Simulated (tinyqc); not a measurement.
Weibull analysis of times to dielectric breakdown, with area scaling: two steps of the calculation.

Breakdown times follow F(t) = 1 - exp(-(t/t63)^beta). The 9 times below were drawn at random from beta = 2.3, t63 = 640 s and are treated as data; all samples failed.

Parameters, values chosen for the exercise: area of a test capacitor A1 = 8200 um^2; gate area of the product A2 = 1.5e6 um^2; allowed share of failed products Fp = 1e-5; Weibull slope beta = 2.3.

Question 1. Likelihood estimate of beta. Maximum likelihood: a(beta) = 1/beta with a = sum t^beta ln t/sum t^beta - mean ln t. Newton step: beta(new) = beta - [a - 1/beta]/[v + 1/beta^2], v the variance of ln t under the weights t^beta.

| i | t (s) |
|---|---|
| 1 | 156 |
| 2 | 265 |
| 3 | 305 |
| 4 | 360 |
| 5 | 459 |
| 6 | 553 |
| 7 | 668 |
| 8 | 793 |
| 9 | 959 |

beta at the start = 1.9

Find: beta after iteration 1.

Answer 1.

beta after iteration 1 = 2.134

Question 2. Scale parameter and projection to the product. t63 = (mean of t^beta)^(1/beta). Defects are spread at random, so -ln(1 - F) is proportional to the area: t63(A2) = t63 (A1/A2)^(1/beta), and the time to the share Fp is t63(A2) (-ln(1 - Fp))^(1/beta).

| i | t (s) |
|---|---|
| 1 | 156 |
| 2 | 265 |
| 3 | 305 |
| 4 | 360 |
| 5 | 459 |
| 6 | 553 |
| 7 | 668 |
| 8 | 793 |
| 9 | 959 |

converged beta = 2.1601352

Give: t63; t63 of the product; time to Fp; decades lost against t63.

Answer 2.

t63 = 569.14 s
t63 of the product = 51.043 s
time to Fp = 0.24732 s
decades lost against t63 = 3.3620

The straight-line values give 0.0851 s for the time to Fp and the values that made the data 0.445 s: with 9 samples beta is uncertain by about 0.78/sqrt(n) = 26 %, and the projection hangs on 1/beta.

tinyqc, about 0.01 s, one thread, Intel Xeon 2.30GHz (shared host): `OMP_NUM_THREADS=1 python tinyqc.py 2070087 2070088 out.jsonl`
